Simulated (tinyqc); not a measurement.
From results back to parameters: periodic multilayer mirror for extreme ultraviolet light. Three cases, with inputs chosen for the exercise.

Problem. With a mean index 1 - dm the Bragg wavelength is lam_B = 2 L sqrt((1 - dm)^2 - sin^2 theta). It is given at 0 degrees and at th2; L and dm are hidden. Then the absorber share is Gm = (dm - delta_S)/(delta_A - delta_S), with the first entries of dS and dA; L is the period.

Find: L; dm; Gm.

Method. The difference of the squares is 4 L^2 sin^2(th2); then 1 - dm = lam_B(0)/(2 L).

Case 1.

Values chosen (out of a larger set: optical constants near those of Mo and Si at 13.5 nm; not measured data): th2 = 20 degrees (second angle); dA = (0.0791, 0.00683) (delta and beta of the absorber, N = 1 - delta + i beta); dS = (0.0012, 0.00187) (delta and beta of the spacer and the substrate).

lam_B at 0 = 13.379612 nm
lam_B at th2 = 12.501299 nm

Solution.

L = 6.970 nm
dm = 0.0402
Gm = 0.50

Case 2.

Values chosen (out of a larger set: optical constants near those of Mo and Si at 13.5 nm; not measured data): th2 = 10 degrees (second angle); dA = (0.0778, 0.00621) (delta and beta of the absorber, N = 1 - delta + i beta); dS = (0.001, 0.00176) (delta and beta of the spacer and the substrate).

lam_B at 0 = 13.670748 nm
lam_B at th2 = 13.451595 nm

Solution.

L = 7.020 nm
dm = 0.0263
Gm = 0.33

Case 3.

Values chosen (out of a larger set: optical constants near those of Mo and Si at 13.5 nm; not measured data): th2 = 10 degrees (second angle); dA = (0.0793, 0.00628) (delta and beta of the absorber, N = 1 - delta + i beta); dS = (0.0008, 0.00197) (delta and beta of the spacer and the substrate).

lam_B at 0 = 13.495510 nm
lam_B at th2 = 13.277906 nm

Solution.

L = 6.950 nm
dm = 0.0291
Gm = 0.36

Computed by tinyqc, one run a case: `OMP_NUM_THREADS=1 python tinyqc.py N N+1 out.jsonl` with N = 1680428, 1680437, 1680461; one thread of a shared Intel(R) Xeon(R) Processor @ 2.30GHz, about 0.02 s a run at most.
